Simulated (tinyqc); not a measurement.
## Doping from the ideality factor

Inverse problem. For thermionic-field emission over a Schottky barrier the ideality factor is n = u coth(u) with u = E00/Vt and E00 = (hbar/2) sqrt(Nd/(me m0 eps0 eps_r)) in SI units (volts). Find u, E00 and Nd.

Parameters, values chosen for the exercise; band and dielectric values close to those of gallium nitride:
```
symbol  value  unit                meaning
T         200     K            temperature
me      0.201    m0          electron mass
eps_r    9.51        relative permittivity
```

Constants: q = 1.602176634e-19 C, kB = 1.380649e-23 J/K, eps0 = 8.8541878128e-12 F/m, hbar = 1.054571817e-34 J s, m0 = 9.1093837015e-31 kg, Vt = kB T/q. Results are converted to the units shown.

n = 3.4039833

Answer. u coth(u) rises steadily from 1, so n fixes u; the definition of E00 then gives Nd.

u = 3.40
E00 = 58.5 meV
Nd = 1.90e19 cm^-3

Numbers from tinyqc (`OMP_NUM_THREADS=1 python tinyqc.py 2640019 2640020 out.jsonl`; about 0.01 s on one thread of a shared Intel Xeon 2.30GHz).
